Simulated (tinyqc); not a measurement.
Liquidus of a compound AB in a simple-solution melt, liquid-phase epitaxy and vapour pressures: one step, computed by the program tinyqc.

x is the atom fraction of B in the melt. The melt is a simple solution: R T ln gamma_B = W (1 - x)^2, R T ln gamma_A = W x^2, W = a + b T. The solid AB is stoichiometric.

Question. Layer thickness. Semi-infinite melt (Hsieh): step d = 2 dT sqrt(D t/pi)/(C_S m); ramp d = (4/3) c sqrt(D/pi) t^(3/2)/(C_S m); supercooling is their sum. A melt of depth w can give at most w (undercooling)/(C_S m).

Inputs (values chosen for the exercise, for a model compound):
```
quantity                     value    unit
saturation temperature T      1103       K
step dT                        6.3       K
cooling rate c                0.19   K/min
growth time t                  8.6     min
diffusivity in the melt D  2.9e-05  cm^2/s
melt depth w                   8.7      mm
```

Growth programme: step cooling.

C_S = 2.469627e+22 1/cm^3

slope m = 3.519444e-19 K cm^3

Give: thickness d; largest thickness from this melt; sqrt(D t)/w.

Answer.

thickness d = 1.000 micrometre

largest thickness from this melt = 6.306 micrometre

sqrt(D t)/w = 0.1406

The layer uses 16 % of what the melt could give.
